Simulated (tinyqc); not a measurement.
Fermi level and growth conditions: formation energy of a charged point defect from supercell energies. Computed by tinyqc, a small Python program. Command: `OMP_NUM_THREADS=1 python tinyqc.py 3026055 3026056 out.jsonl formation walk`. One thread of a shared host (Intel(R) Xeon(R) Processor @ 2.30GHz), about 0.01 s of CPU time with the checks.

The host is a compound AB. Making the defect adds n_A = 0, n_B = -1 atoms to the cell. All total energies are inputs. E_F is counted from the valence-band maximum (VBM); x = 0 is A-rich and x = 1 B-rich growth.

Inputs (values chosen for the exercise, with gap and screening modelled on GaN):
```
quantity                      value      unit
gap E_g                        3.39        eV
E_VBM of the host cell        4.545        eV
potential alignment dV       -0.078        eV
dielectric constant eps        9.84         -
cell length L                  20.7  angstrom
mu_B of the pure element      -5.58        eV
formation enthalpy dH of AB   -2.26        eV
growth condition x             0.33         -
```

Defect: vacancy of B. Supercell lattice: bcc.

charge states q: 0  -1  -2

E(defect, q) - E(host), in the order of q (eV): 10.906  17.786  22.383

Constants: e^2/(4 pi eps_0) = 14.39964548 eV angstrom.

Method:
- dmu_A = x dH and dmu_B = (1 - x) dH, so that dmu_A + dmu_B = dH; mu = mu(element) + dmu.
- The reservoir term is sum n_i mu_i.
- Image-charge correction of a point charge in a neutralising background: E_corr = q^2 alpha e^2/(4 pi eps_0) / (2 eps L), alpha = 2.888462 for a bcc array with L the cube root of the volume.
- E_f(q, E_F) = [E(defect, q) - E(host)] - sum n_i mu_i + q (E_VBM + dV + E_F) + E_corr(q).
- Each entry is the lowest E_f over q.

E_f(q, 0) (eV): (q=0) 3.81180, (q=-1) 6.32690, (q=-2) 6.76320

sum n_i mu_i = 7.0942 eV

Lowest formation energy (eV):
```
E_F (eV)  stable q  A-rich, x = 0  x = 0.5  B-rich, x = 1
0.000            0         3.0660   4.1960         5.3260
0.424            0         3.0660   4.1960         5.3260
0.848            0         3.0660   4.1960         5.3260
1.271            0         3.0660   4.1960         5.3260
1.695           -2         2.6274   3.7574         4.8874
2.119           -2         1.7794   2.9094         4.0394
2.542           -2         0.9334   2.0634         3.1934
2.966           -2         0.0854   1.2154         2.3454
3.390           -2        -0.7626   0.3674         1.4974
```

What does the comparison show, and why?

Going from A-rich to B-rich growth shifts every line by +2.260 eV and moves no transition level. The slope of the envelope is the stable charge, so E_f is highest in the rows from E_F = 0 to 1.27 eV, where the neutral state is stable: the defect forms most easily in n-type material. Under A-rich growth E_f turns negative for part of the gap, so in equilibrium E_F cannot enter that part.

Extremes, crossings and ranges named in words are read from the listed rows.
